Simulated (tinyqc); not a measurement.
Optical transitions of a finite quantum well, step by step. Values are carried at full precision from step to step, so a last printed digit may differ when a step is redone from the rounded ones.

Each carrier sees a square well of width L with its own depth V and masses m (inside), mb (outside); c = hbar^2/2m0, k = sqrt(m E/c), kappa = sqrt(mb (V - E)/c), and level n solves k L + 2 atan[(k/m)/(kappa/mb)] = n pi. The envelope is cos(kz) for odd n and sin(kz) for even n inside, joins exp(-kappa (|z| - L/2)) outside, and is normalised to 1. Excitons and band mixing are left out.

Constants: hbar^2/2m0 = 3.80998211 eV angstrom^2; hc = 1239.841984 eV nm; fine-structure constant alpha = 0.007297352564.

Values chosen for the exercise (near those of an InGaAs well in InP; the results hold for these values, not for the real material):
- L = 94 angstrom (well width)
- Eg = 0.806 eV (gap of the well)
- Vc = 0.264 eV (conduction offset)
- Vv = 0.352 eV (valence offset)
- me = 0.0411 m0 (electron, well)
- meb = 0.083 m0 (electron, barrier)
- mh = 0.385 m0 (heavy hole along z, well)
- mhb = 0.523 m0 (heavy hole, barrier)
- ml = 0.0533 m0 (light hole along z, well)
- mlb = 0.1143 m0 (light hole, barrier)
- Ns = 0.59 x 1e12/cm^2 (electrons in e1)
- n_r = 3.39 (refractive index)
- G = 3 meV (half width of the line)

## Confinement energies

Up to three levels for each carrier.

Levels:
```
level  E (eV)  k (1/angstrom)  kappa (1/angstrom)
e1     0.0429         0.02152             0.06940
e2     0.1743         0.04337             0.04420
hh1    0.0086         0.02953             0.21710
hh2    0.0345         0.05904             0.20877
hh3    0.0775         0.08847             0.19413
lh1    0.0388         0.02330             0.09693
lh2    0.1589         0.04715             0.07611
lh3    0.3426         0.06923             0.01676
```

## Interband transitions

From e1 and e2 to each hole level: E = Eg + E_e + E_h, wavelength hc/E, squared overlap of the envelopes, and the strength |<S|p|v>|^2 in units of P^2 at the subband edge: overlap^2 times 1/2 (hh) or 1/6 (lh) for light polarised in the plane (TE), times 0 (hh) or 2/3 (lh) along z (TM).

Transitions:
```
pair    E (eV)  wavelength (nm)  overlap^2      TE      TM
e1-hh1  0.8576           1445.8     0.9343  0.4672  0.0000
e1-hh2  0.8834           1403.5     0.0000  0.0000  0.0000
e1-lh1  0.8877           1396.7     0.9944  0.1657  0.6630
e1-hh3  0.9264           1338.4     0.0279  0.0139  0.0000
e2-hh1  0.9890           1253.7     0.0000  0.0000  0.0000
e1-lh2  1.0078           1230.2     0.0000  0.0000  0.0000
e2-hh2  1.0148           1221.7     0.7670  0.3835  0.0000
e2-lh1  1.0191           1216.6     0.0000  0.0000  0.0000
e2-hh3  1.0578           1172.1     0.0000  0.0000  0.0000
e2-lh2  1.1392           1088.3     0.9634  0.1606  0.6423
e1-lh3  1.1916           1040.5     0.0043  0.0007  0.0029
e2-lh3  1.3230            937.2     0.0000  0.0000  0.0000
```

The edge is e1-hh1 at 1446 nm. Pairs of opposite parity vanish exactly; e1-hh3 is allowed by parity and reaches 0.0279, only because the two envelopes leak differently into the barriers.

## Intersubband transitions from e1

z_1j = <1|z|j>; 1/m1 = <1|1/m|1>; f_1j = (m1/c)(E_j - E_1) z_1j^2, which sums to 1 over all bound and continuum states.

Transitions:
```
pair  E (meV)  wavelength (micrometre)  |z| (angstrom)       f
1-2     131.4                     9.44           25.82  0.9726
```

m1 = 0.0423 m0
sum of f over bound states = 0.9726

The continuum carries the remaining 0.0274. With hard walls z_12 = 16 L/(9 pi^2) = 16.93 angstrom and f_12 = 256/(27 pi^2) = 0.9607.

## Absorption of one well

For light polarised along z (a real waveguide or Brewster geometry adds an angle factor), with all electrons in e1 and none in e2, the peak fractional absorption is 4 pi alpha Ns c f_12/(n_r m1 G) and the area under the Lorentzian line is pi G times that, c = hbar^2/2m0; 1e12/cm^2 = 1e-4/angstrom^2. EF - E1 = 2 pi c Ns/m1 at zero temperature.

peak absorption = 4.660 %
area = 43.92 % meV
EF - E1 = 33.4 meV

EF lies below e2, as assumed.

## Checks

- Sum of f over all levels of a difference grid (60 cells across the well) against 1: 0.998 against 1.000.
- The strength f_12 on that grid against the matched envelopes: 0.972 against 0.973.

tinyqc: `OMP_NUM_THREADS=1 python tinyqc.py 1282379 1282380 out.jsonl`; about 0.07 s, one thread, shared Intel(R) Xeon(R) Processor @ 2.30GHz.
